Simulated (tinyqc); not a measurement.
Inside a calculation. Method: one-electron ion in a basis of Gaussians. Computed by tinyqc, a small Python program that keeps every step. Settings: Z = 3, l = 0. Command: `OMP_NUM_THREADS=1 python tinyqc.py 22146 22147 out.jsonl` (the two numbers bound the seeds that draw the settings). One thread of a shared host (Intel(R) Xeon(R) Processor @ 2.60GHz), about 0.01 s of CPU time with the checks.

## Matrices over normalised Gaussians

exponents of r^l exp(-a r^2) (1/bohr^2): 1.1830  3.8860  12.7700  41.9400  137.8000

Z = 3

l = 0

With p = a_i + a_j and I(k) = Gamma((k+1)/2) / (2 p^((k+1)/2)): S = I(2l+2), T = (2l+3) a_i a_j S / p, V = -Z I(2l+1), each divided by sqrt(S_ii S_jj).

S, lower triangle:
```
        1       2       3       4       5
1  1.0000
2  0.7781  1.0000
3  0.4158  0.7780  1.0000
4  0.1867  0.4159  0.7781  1.0000
5  0.0788  0.1867  0.4159  0.7780  1.0000
```

T (hartree), lower triangle:
```
        1       2        3        4         5
1  1.7745
2  2.1170  5.8290
3  1.3507  6.9535  19.1550
4  0.6445  4.4373  22.8525  62.9100
5  0.2771  2.1167  14.5828  75.0482  206.7000
```

V (hartree), lower triangle:
```
         1         2         3         4         5
1  -5.2070
2  -5.9301   -9.4372
3  -5.2582  -10.7478  -17.1075
4  -4.1507   -9.5303  -19.4836  -31.0031
5  -3.1429   -7.5224  -17.2768  -35.3090  -56.1974
```

## Generalised eigenproblem

H = T + V (hartree), lower triangle:
```
         1        2        3        4         5
1  -3.4325
2  -3.8132  -3.6082
3  -3.9075  -3.7943   2.0475
4  -3.5062  -5.0931   3.3689  31.9069
5  -2.8658  -5.4057  -2.6940  39.7393  150.5026
```

Solve H C = S C e through S^(-1/2); each column has its largest component positive (the first on a tie).

eigenvalues of S: 0.0350  0.1378  0.4733  1.3676  2.9863

eigenvalues (hartree): -4.4945  1.1152  18.3379  85.1295  332.9104

coefficients:
```
        1        2        3        4        5
1  0.5213   1.5248  -0.9029   0.4157  -0.1970
2  0.4175  -1.4610   2.3099  -1.3379   0.6433
3  0.1495   0.0480  -2.0221   2.4478  -1.3977
4  0.0320  -0.0799   0.2220  -2.1208   2.3017
5  0.0126  -0.0030  -0.0758   0.1922  -1.8921
```

For Z = 3 and l = 0 the exact lowest level is -Z^2/(2 n^2) with n = l + 1: -4.500000 hartree.
